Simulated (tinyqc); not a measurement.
What each parameter does: Landau levels of a non-parabolic (Kane) conduction band at kz = 0.

Three-level Kane model: E = (N + 1/2) 2 muB B/m(E) + s g(E) muB B, s = +/-1/2, with 1/m(E) = 1 + (Ep/3)(2/(E + Eg) + 1/(E + Eg + Dso)) and g(E) = 2 - (2 Ep/3)(1/(E + Eg) - 1/(E + Eg + Dso)); E from the band edge, solved self-consistently; remote bands are left out, and so is the confinement energy of a real sheet, which raises m and lowers |g|.

In a field B along z: l = 1/sqrt((e/hbar) B) is the magnetic length, n_B = B/(h/e) the number of states per area in one level, hbar wc = 2 muB B/m for mass m in m0; 1/angstrom^2 = 1e16/cm^2.

Each listed level takes n_B electrons. At zero temperature and without broadening EF sits in the partly filled level.

Constants: e/hbar = 1.519267448e-05 1/(T angstrom^2); h/e = 413566.7697 T angstrom^2; muB = 5.788381798e-05 eV/T.

Parameters, chosen for this exercise (near those of GaSb; shifted at random, so the results belong to these values and not to a real crystal): Eg = 0.816 eV (gap); Dso = 0.755 eV (spin-orbit splitting); Ep = 26.9 eV (Kane energy); B = 3.1 T (magnetic field); n = 7.2 x 1e11/cm^2 (electron sheet density).

The second and third levels from below, nu = n/n_B, and EF.

One parameter was then changed.

Results before and after:
```
case,second level (meV),third level (meV),nu,EF (meV)
base,5.87,14.46,9.61,44.91
changed,7.04,17.18,9.61,53.18
```

Which of these changes was made? (a) n = 6.12 x 1e11/cm^2; (b) Eg = 0.694 eV; (c) B = 2.63 T; (d) Dso = 0.906 eV; (e) Ep = 32.3 eV.

Answer: (e) Ep = 32.3 eV. Of the candidates, run in turn, only this one gives the changed row.

All candidates:
```
case,second level (meV),third level (meV),nu,EF (meV)
base,5.87,14.46,9.61,44.91
B = 2.63 T,4.99,12.30,11.32,46.37
Eg = 0.694 eV,6.89,16.43,9.61,51.05
Dso = 0.906 eV,5.87,14.12,9.61,44.26
Ep = 32.3 eV,7.04,17.18,9.61,53.18
n = 6.12 x 1e11/cm^2,5.87,14.46,8.16,43.58
```

(tinyqc, `OMP_NUM_THREADS=1 python tinyqc.py 1252793 1252794 out.jsonl`, Intel(R) Xeon(R) Processor @ 2.30GHz, 1 thread, shared host, about 0.05 s.)
